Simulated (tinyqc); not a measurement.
Lossy interposer transmission line with skin effect: one step of the calculation.

A uniform line in a homogeneous dielectric: c = sqrt(er)/(c0 Z0), l = Z0 sqrt(er)/c0 (c0 = 299792458 m/s), g = w c td, w = 2 pi f. The resistance joins its limits as r = sqrt(r_dc^2 + r_hf^2), with r_dc = rho/(wd th), r_hf = kr rho/(2 delta (wd + th)), delta = sqrt(rho/(pi f mu0)), mu0 = 4 pi 1e-7 H/m; this is an interpolation, and internal inductance, up to 0.05 nH/mm at low frequency, is neglected.

Task. Line constants. delta, r_dc, r_hf, r, l, c and g as defined.

Parameters, values chosen for the exercise: width of the strip wd = 9.1 um; thickness of the strip th = 0.78 um; resistivity rho = 2 uohm cm; relative permittivity er = 3.9; loss tangent td = 0.02; lossless impedance sqrt(l/c) Z0 = 40 ohm; factor for crowding and the return path kr = 2; frequency f = 1.5 GHz.

Wanted: delta; r_dc; r_hf; r; l; c; g.

Result.

delta = 1.838 um
r_dc = 2.818 ohm/mm
r_hf = 1.101 ohm/mm
r = 3.025 ohm/mm
l = 0.2635 nH/mm
c = 164.7 pF/m
g = 0.03104 S/m

r is 1.07 times r_dc; the skin depth is 2.36 of the thickness.

Program tinyqc, `OMP_NUM_THREADS=1 python tinyqc.py 2810216 2810217 out.jsonl`; Intel Xeon 2.30GHz, shared host, one thread, about 0.01 s.
